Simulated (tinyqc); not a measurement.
# From one set of inputs to another, one input at a time

Model: Heisenberg spin cluster by exact diagonalisation: multiplets, susceptibility, level crossings. Computed by tinyqc, a small Python program. Command: `OMP_NUM_THREADS=1 python tinyqc.py 3005216 3005217 out.jsonl spincl ladder`. One thread of a shared host (Intel(R) Xeon(R) Processor @ 2.30GHz), about 0.01 s of CPU time with the checks.

H = J1 sum S_i.S_j over the bonds 1-2, 2-3, 3-4, 4-5, 5-6, 6-1 + J2 sum over 1-3, 2-4, 3-5, 4-6, 5-1, 6-2 - g mu_B B S_z; J > 0 is antiferromagnetic.

The inputs printed are set A. Inputs not listed in the table keep their values of set A, so the rows need not describe a real material.

Inputs (values chosen for the exercise, for a model cluster):
```
quantity,value,unit
exchange J1,5.66,meV
exchange J2,4.9,meV
g factor,2.24,-
temperature T,60,K
field B,2,T
```

Cluster: ring of six with second neighbours J2. Spin s of each site: 0.5.

Constants: k_B = 8.617333262e-05 eV/K; mu_B = 5.7883818060e-05 eV/T.

Method:
- Every multiplet has one member in the block S_z = 0; diagonalise it and read the total spin from <S^2> = S (S + 1).
- Z = sum k (2S + 1) exp(-E/(k_B T)) over the table, k the number of multiplets; <S^2> likewise with the factor S (S + 1); chi T = N_A g^2 mu_B^2 <S^2>/(3 k_B) = 0.125049 g^2 <S^2> cm^3 K/mol (cgs, per mole of clusters); C = (<E^2> - <E>^2)/(k_B T)^2; entropy = ln Z + <E>/(k_B T).
- Each multiplet splits as E - g mu_B B m; <S_z> is the Boltzmann mean. The first level crossing is at the smallest (E_S - E_0)/(g mu_B (S - S_0)) over higher spins (0 if the ground state has the highest spin).

Each row keeps all changes above it:
```
input moved,from,to,chi T (cm^3 K/mol),entropy (k_B),<S_z>
set A,-,-,1.1539,3.4386,0.030744
exchange J1 (meV),5.66,12.9,0.6784,2.4769,0.018076
temperature T (K),60,34,0.2876,1.4564,0.013534
field B (T),2,2.1,0.2876,1.4564,0.014211
exchange J2 (meV),4.9,-0.22,0.1680,0.5952,0.008305
g factor,2.24,2.16,0.1563,0.5952,0.008008
```

chi T goes from 1.15 to 0.156, a factor 0.135 in all. The largest single move comes from temperature T (a factor 0.424). Entropy goes from 3.44 to 0.595, a factor 0.173 in all. The largest single move comes from exchange J2 (a factor 0.409). <S_z> goes from 0.0307 to 0.00801, a factor 0.260 in all. The largest single move comes from exchange J2 (a factor 0.584). The single moves hold for this order of the switches; the total does not depend on the order.

Extremes, crossings and ranges named in words are read from the listed rows.
